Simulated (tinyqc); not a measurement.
MOSFET with velocity saturation and source resistance: one step of the calculation.

Strong inversion, charge Q = Cox (Vg - m V) at channel potential V with Vg the gate overdrive, and drift velocity v = mu E/(1 + mu E/vsat). Integrating along the channel gives I = mu Cox (1/L)(Vg Vd - m Vd^2/2)/(1 + Vd/Vc) per width, Vc = vsat L/mu, which peaks at Vdsat. Units: I in uA/um, Rs in ohm um, so the drop over Rs is 1e-6 I Rs volts.

Question. Saturation without source resistance. Vg = Vgs - VT (0 if negative), mu = mu0/(1 + th Vg), Vc = vsat L/mu, x = sqrt(1 + 2 Vg/(m Vc)), Vdsat = 2 Vg/(m (1 + x)), Isat = Cox vsat Vg (x - 1)/(x + 1) per width. Long-channel limit: mu Cox Vg^2/(2 m L); short-channel limit: Cox vsat Vg.

Inputs (values chosen for the exercise): gate capacitance Cox = 1.92 uF/cm^2; mobility at low gate voltage mu0 = 300 cm^2/(V s); mobility degradation th = 0.4 1/V; saturation velocity vsat = 1.2e7 cm/s; body factor m = 1.32; threshold VT = 0.48 V; channel length L = 0.18 um; gate voltage Vgs = 2.5 V.

Give: Vg; mu; Vc; Vdsat; Isat; long-channel limit; short-channel limit.

Answer.

Vg = 2.0200 V
mu = 165.93 cm^2/(V s)
Vc = 1.3018 V
Vdsat = 1.0813 V
Isat = 1365.7 uA/um
long-channel limit = 2735.6 uA/um
short-channel limit = 4654.1 uA/um

Numbers from tinyqc (`OMP_NUM_THREADS=1 python tinyqc.py 2500049 2500050 out.jsonl`; about 0.01 s on one thread of a shared Intel Xeon 2.30GHz).
